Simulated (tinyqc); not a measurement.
Time-dependent dielectric breakdown: cell percolation, Weibull statistics, area scaling and voltage extrapolation. Changing the test area A. Computed by tinyqc, a small Python program. Command: `OMP_NUM_THREADS=1 python tinyqc.py 3031257 3031258 out.jsonl tddb sweep`. One thread of a shared host (Intel(R) Xeon(R) Processor @ 2.30GHz), about 0.01 s of CPU time with the checks.

The oxide is divided into columns of area a^2, each holding m = t_ox/a cells (m is taken as continuous). A share lambda(t) = (t/t_1)^alpha of the cells is defective, and a column whose cells are all defective breaks down.

Inputs (values chosen for the exercise, for a model gate oxide): oxide thickness t_ox = 5.8 nm; defect cell size a = 1.3 nm; exponent alpha of defect growth = 0.65; time t_1 at which the occupied share would reach 1 = 840000 s.

Method. Failure fraction F = 1 - (1 - lambda^m)^N with N = A/a^2 columns, which for small lambda^m is 1 - exp(-(t/t63)^beta) with beta = alpha m and t63 = t_1 N^(-1/beta); critical share lambda(t63) = N^(-1/m). 1 um^2 = 1e6 nm^2.

One run for each value:
```
test area A (um^2)  characteristic life t63 (s)  critical share of defective cells
0.001                                9.2978e+04                            0.23915
0.01                                 4.2029e+04                            0.14273
0.1                                  1.8999e+04                            0.08519
1                                    8.5881e+03                            0.05085
10                                   3.8821e+03                            0.03035
100                                  1.7549e+03                            0.01811
1000                                 7.9325e+02                            0.01081
10000                                3.5858e+02                            0.00645
100000                               1.6209e+02                            0.00385
```

Over the rows, characteristic life t63 (s) falls from 93000 to 162 (exponent d ln y / d ln x about -0.34 throughout); critical share of defective cells falls from 0.239 to 0.00385 (exponent d ln y / d ln x about -0.22 throughout). The exponent of t63 is -1/beta = -0.345, which is how area scaling measures beta.

Caution (all rows): t_1 is an input here; in a real oxide it changes with thickness at fixed voltage.
